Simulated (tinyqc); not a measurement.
# Haynes-Shockley experiment: drift, diffusion and decay of a minority-carrier pulse, step by step

A worked calculation. Computed by tinyqc, a small Python program that keeps every step. Command: `OMP_NUM_THREADS=1 python tinyqc.py 3113171 3113172 out.jsonl haynes walk`. One thread of a shared host (Intel(R) Xeon(R) Processor @ 2.30GHz), about 0.01 s of CPU time with the checks. Intermediate numbers are printed to about 5 digits and carried at full precision; extremes and crossings named in words are read from the listed rows.

A thin sheet of excess carriers is made at x = 0, t = 0 in a long uniform bar; injection is low, so the pulse moves with the minority mobility.

Inputs (values chosen for the exercise, modelled on holes in n-type germanium in a lightly doped bar): minority mobility mu = 2010 cm^2/(V s); lifetime tau = 16 microsecond; temperature T = 250 K; field F = 27 V/cm; distance d to the collector = 0.92 cm; second distance d2 = 1.8 cm; injected sheet density N0 = 2.9e+10 1/cm^2.

Constants: k_B = 8.617333262e-05 eV/K.

## Transport coefficients

D = mu k_B T/e, v = mu F. Transit time d/v, diffusion length sqrt(D tau), drift length v tau, Peclet number v d/D = e F d/(k_B T).

D = 43.302 cm^2/s

drift velocity v = 54270 cm/s

transit time d/v = 16.952 microsecond

diffusion length = 263.22 micrometre

drift length v tau = 0.86832 cm

Peclet number = 1153.0

The pulse must travel 1.06 drift lengths.

## The signal at the collector

dn(x, t) = N0/sqrt(4 pi D t) exp(-(x - v t)^2/(4 D t) - t/tau). At fixed x the signal peaks where d ln(dn)/dt = 0: a t^2 + t/2 - x^2/(4 D) = 0 with a = v^2/(4 D) + 1/tau. The full width at half maximum is found by solving dn(x, t) = peak/2 on both sides of the peak.

time of the peak t_p = 16.907 microsecond

peak density = 1.0488e+11 1/cm^3

width at half maximum = 1.6571 microsecond

The peak comes 0.27 % before d/v, since spreading and recombination both weaken the later part of the pulse.

## Shape in time

Times are 0.7, 0.8, 0.9, 0.95, 1, 1.05, 1.1, 1.2 and 1.4 t_p.

Signal at d:
```
t/t_p  t (microsecond)  dn (1/cm^3)     dn/peak
0.70            11.835   7.8320e-06  7.4675e-17
0.80            13.525   5.6156e+04  5.3542e-07
0.90            15.216   4.2376e+09  4.0404e-02
0.95            16.061   4.9051e+10  4.6768e-01
1.00            16.907   1.0488e+11  1.0000e+00
1.05            17.752   5.2733e+10  5.0279e-01
1.10            18.597   7.5956e+09  7.2422e-02
1.20            20.288   6.9233e+06  6.6012e-05
1.40            23.669   4.8820e-04  4.6548e-15
```

At 0.9 and 1.1 t_p the signal is 0.0404 and 0.0724 of its peak: the trailing side is the wider one.

## Simple reading of the pulse

With w the full width at half maximum: mu = d/(F t_p); D = (w d)^2/(16 ln2 t_p^3); Einstein ratio D/mu against k_B T/e.

apparent mobility = 2015.4 cm^2/(V s)

apparent D = 43.366 cm^2/s

apparent D/mu = 21.517 mV

error of mu = 0.27038 %

error of D = 0.14670 %

The true k_B T/e is 21.54 mV.

## Two distances

Differences remove part of the bias: mu = (d2 - d)/(F (t_p2 - t_p)). The time-integrated signal is A(x) = (N0/u) exp(x (v - u)/(2 D)), u = sqrt(v^2 + 4 D/tau); the simple lifetime is tau = (t_p2 - t_p)/ln(A(d)/A(d2)).

t_p2 = 33.092 microsecond

mobility from two distances = 2013.7 cm^2/(V s)

area ratio A(d)/A(d2) = 2.7525

lifetime from areas = 15.985 microsecond

Errors: mobility +0.18 % (one distance +0.27 %), lifetime -0.09 %.

## How the errors depend on the field

With w that width: mu = d/(F t_p); D = (w d)^2/(16 ln2 t_p^3). The field is scaled by the factors listed.

Errors of the simple reading:
```
factor  F (V/cm)   v d/D  v^2 tau/(4 D)  error of mu (%)  error of D (%)
0.5         13.5   576.5             68          0.90605         0.29203
0.7         18.9   807.1            133          0.49834         0.20924
1.0         27.0  1153.0            272          0.27038         0.14670
1.5         40.5  1729.5            612          0.13948         0.09787
2.5         67.5  2882.6           1700          0.06410         0.05874
4.0        108.0  4612.1           4353          0.03317         0.03671
7.0        189.0  8071.2          13331          0.01614         0.02098
```

The error of mu falls from 0.906 to 0.0161 %. For large v d/D it is about D/(v d) + 2 D/(v^2 tau), here 0.0161 % in the last row: one part from spreading, one from recombination.

Checks made by the program: area of the signal against its closed form (relative difference below 1e-10).
